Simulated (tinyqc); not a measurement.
Range and order of the fit: effective mass of the conduction band from tabulated energies.

c = hbar^2/2m0. A uniform scatter of up to 0.1 meV has been added to mimic numerical noise.
Constants: hbar^2/2m0 = 3.80998211 eV angstrom^2.

Energies along [111], from the band edge:

| k (1/angstrom) | E (meV) |
|---|---|
| 0.000000 | 0.00000 |
| 0.005000 | 0.93220 |
| 0.010000 | 3.92910 |
| 0.015000 | 8.82530 |
| 0.020000 | 15.43290 |
| 0.025000 | 24.04740 |
| 0.030000 | 34.42030 |
| 0.035000 | 46.41000 |
| 0.040000 | 60.16300 |

reference mass (curvature of the model at k = 0.0001 1/angstrom) = 0.097500 m0

Least-squares fits of E = a k^2 (+ b k^4 + d k^6) over points 1 to n, and the line y = c k^2/E against E; errors of m against the reference.

Results:

| n | E at point n (meV) | one term (%) | two terms (%) | three terms (%) | line (%) | rms residual, one term (meV) |
|---|---|---|---|---|---|---|
| 3 | 8.8 | -0.35 | 0.15 | 7.71 | 3.97 | 0.028 |
| 4 | 15.4 | 0.82 | -1.69 | 1.18 | 2.42 | 0.071 |
| 5 | 24.0 | 1.29 | -0.43 | -2.12 | 1.81 | 0.079 |
| 6 | 34.4 | 1.79 | -0.06 | -1.03 | 1.46 | 0.108 |
| 7 | 46.4 | 2.48 | -0.14 | -0.23 | 1.19 | 0.191 |
| 8 | 60.2 | 3.15 | 0.08 | -0.40 | 1.03 | 0.282 |

The error of the parabola goes from -0.35 to +3.15 % as the range widens, and at n = 8 its residual, 0.28 meV, is only 0.5 % of the top energy: a small residual does not vouch for the mass. Over the full range (n = 8) the best form is two terms (0.08 %); the line errs by +3.97 % at n = 3 and +1.03 % at n = 8. Many terms on few points amplify the scatter: three terms err by +7.7 % at n = 3 but by -0.4 % at n = 8.

(tinyqc, `OMP_NUM_THREADS=1 python tinyqc.py 1880035 1880036 out.jsonl`, Intel(R) Xeon(R) Processor @ 2.30GHz, 1 thread, shared host, about 0.01 s.)
